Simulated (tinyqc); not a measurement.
Born-Mayer model of an ionic crystal AB. From one set of inputs to another, one input at a time. Computed by tinyqc, a small Python program. Command: `OMP_NUM_THREADS=1 python tinyqc.py 3009729 3009730 out.jsonl bornmayer ladder`. One thread of a shared host (Intel(R) Xeon(R) Processor @ 2.30GHz), about 0.03 s of CPU time with the checks.

Energies are per ion pair and r is the nearest distance of unlike ions.

The inputs printed are set A. Inputs not listed in the table keep their values of set A, so the rows need not describe a real material.

Inputs (values chosen for the exercise, for a model salt):
```
quantity                        value           unit
ionic charge z                      2              -
unlike repulsion lambda          1070             eV
range rho                       0.341       angstrom
like repulsion lambda2            110             eV
dispersion C between like ions    100  eV angstrom^6
pressure P                          2            GPa
```

Structure: caesium chloride. Short range: with like-ion terms.

Constants: e^2/(4 pi eps_0) = 14.39964548 eV angstrom; 1 eV/angstrom^3 = 160.2176634 GPa.

Method:
- Madelung constant M, unlike neighbours z1, like neighbours z2 at f r, volume per pair: rock salt 1.747565, 6, 12, sqrt2, 2 r^3; caesium chloride 1.762675, 8, 6, 2/sqrt3, 8 r^3/(3 sqrt3); zinc blende 1.638055, 4, 12, sqrt(8/3), 16 r^3/(3 sqrt3).
- U(r) = -M z^2 e^2/(4 pi eps_0 r) + z1 lambda exp(-r/rho) + z2 [lambda2 exp(-f r/rho) - C/(f r)^6] (one mean like-ion term for both sublattices).
- Newton steps on g(r) = U'(r), from r = 9 rho: r(new) = r - U'(r)/U''(r), with the move limited to 0.3 angstrom. Where U'' is negative, move 0.3 angstrom downhill. Stop when |U'| is below 1e-9.
- With the volume written as c r^3, under pressure take the root at the minimum of the enthalpy and solve U'(r) + 3 c r^2 P = 0; H = U + P V; B = (U'' - 2 U'/r)/(9 c r).

Each row keeps all changes above it:
```
input moved                                      from     to  equilibrium distance r0 (angstrom)  lattice energy U (eV per pair)  volume at P (angstrom^3)
set A                                               -      -                               2.445                          -35.96                     22.24
like repulsion lambda2 (eV)                       110    149                               2.450                          -35.90                     22.39
range rho (angstrom)                            0.341  0.312                               2.149                          -40.77                     15.17
dispersion C between like ions (eV angstrom^6)    100     66                               2.195                          -39.95                     16.15
unlike repulsion lambda (eV)                     1070   5200                               2.889                          -31.45                     36.56
ionic charge z                                      2      1                               3.415                           -6.80                     56.58
```

Where does the difference come from?

Equilibrium distance r0 goes from 2.44 to 3.42, a factor 1.40 in all. The largest single move comes from unlike repulsion lambda (a factor 1.32), and range rho works against it (a factor 0.877). Lattice energy U goes from -36.0 to -6.80, +29.2 in all. The largest single move comes from ionic charge z (+24.6), and range rho works against it (-4.87). Volume at P goes from 22.2 to 56.6, a factor 2.54 in all. The largest single move comes from unlike repulsion lambda (a factor 2.26), and range rho works against it (a factor 0.677). The single moves hold for this order of the switches; the total does not depend on the order.

Extremes, crossings and ranges named in words are read from the listed rows.
